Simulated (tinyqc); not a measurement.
Lattice vibrations of a chain, step by step. One step of it, computed by the program tinyqc.

Question. Dynamical matrix at q = 0.27. q is in units of 2 pi/a. A spring k from atom i to atom j, n cells on, adds k to Phi_ii and Phi_jj, -k exp(2 pi i q n) to Phi_ij and the conjugate to Phi_ji (for one atom a cell: 2k (1 - cos 2 pi q n)); D_ij = Phi_ij / sqrt(m_i m_j).

A chain moving along its axis:
```
atom,mass (u),spring to the next atom (eV/angstrom^2)
1,16.800000,11.100000
2,5.800000,10.500000
```

Give: D(q).

Answer.

D(q) (eV/(angstrom^2 u)):
```
,1,2
1,1.286,-0.991+1.055i
2,-0.991-1.055i,3.724
```
